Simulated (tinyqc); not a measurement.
## Scale length and length offset from two DIBL values

Inverse problem. DIBL = exp(-Le/(2 l)) + 2 exp(-Le/l) with Le = L - dL. Find l, dL and the drawn length for a DIBL of 100 mV/V.

DIBL at drawn lengths 55 and 90 nm (mV/V): 77.529457  12.136151

Answer. With e = exp(-Le/(2 l)), 2 e^2 + e = DIBL gives e and so Le/l at each length; Le/l is a straight line in L with slope 1/l.

l = 10.0 nm
dL = 1.30 nm
length for 100 mV/V = 50.5 nm

tinyqc, about 0.01 s, one thread, Intel Xeon 2.30GHz (shared host): `OMP_NUM_THREADS=1 python tinyqc.py 2002191 2002192 out.jsonl`
